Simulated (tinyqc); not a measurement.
Hubbard chain of 2 sites, step by step. One step of it, computed by the program tinyqc.

Task: Mean-field iteration 2. H(up) = T + U n(down), H(down) = T + U n(up); fill the lowest levels; n(new) = n + mixing (n(out) - n); E = tr T (rho up + rho down) + U sum n_up n_down of the output.

one-body matrix (hopping and site energies) (eV):
```
           1          2
1   0.000000  -1.830000
2  -1.830000   0.000000
```

U = 5.100000 eV

electrons, up and down: 1  1

mixing = 1

n(up) after iteration 1: 1 0.820710, 2 0.179290

n(down) after iteration 1: 1 0.179290, 2 0.820710

Give: levels, up; levels, down; energy; n(up) after iteration 2; n(down) after iteration 2.

Result:

levels, up (eV): 0.0956  5.0044

levels, down (eV): 0.0956  5.0044

energy = -1.3113 eV

n(up) after iteration 2: 1 0.8332, 2 0.1668

n(down) after iteration 2: 1 0.1668, 2 0.8332
